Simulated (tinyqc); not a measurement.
RKS/B3LYP (VWN-RPA form) in the sto-3g basis, for BeH2, spin multiplicity 1, step by step. One step of it, computed by the program tinyqc.

Problem. Orthogonalisation. S = U s U^T; symmetric (Loewdin) form X = U s^(-1/2) U^T, so that X^T S X = 1.

overlap S:
```
           1Be 1s    1Be 2s   1Be 2px    1Be 2py   1Be 2pz     2H 1s      3H 1s
1Be 1s   1.000000  0.259517  0.000000   0.000000  0.000000  0.069948   0.069948
1Be 2s   0.259517  1.000000  0.000000   0.000000  0.000000  0.461177   0.461177
1Be 2px  0.000000  0.000000  1.000000   0.000000  0.000000  0.000000   0.000000
1Be 2py  0.000000  0.000000  0.000000   1.000000  0.000000  0.526742  -0.526742
1Be 2pz  0.000000  0.000000  0.000000   0.000000  1.000000  0.000000   0.000000
2H 1s    0.069948  0.461177  0.000000   0.526742  0.000000  1.000000   0.035468
3H 1s    0.069948  0.461177  0.000000  -0.526742  0.000000  0.035468   1.000000
```

Give: eigenvalues of S; X.

Solution.

eigenvalues of S: 0.2371  0.3428  0.9373  1.0000  1.0000  1.7274  1.7553

X:
```
          1Be 1s   1Be 2s  1Be 2px  1Be 2py  1Be 2pz    2H 1s    3H 1s
1Be 1s    1.0284  -0.1531   0.0000   0.0000   0.0000   0.0177   0.0177
1Be 2s   -0.1531   1.2624   0.0000   0.0000   0.0000  -0.3172  -0.3172
1Be 2px   0.0000   0.0000   1.0000   0.0000   0.0000   0.0000   0.0000
1Be 2py   0.0000   0.0000   0.0000   1.3918   0.0000  -0.4569   0.4569
1Be 2pz   0.0000   0.0000   0.0000   0.0000   1.0000   0.0000   0.0000
2H 1s     0.0177  -0.3172   0.0000  -0.4569   0.0000   1.3137  -0.1089
3H 1s     0.0177  -0.3172   0.0000   0.4569   0.0000  -0.1089   1.3137
```
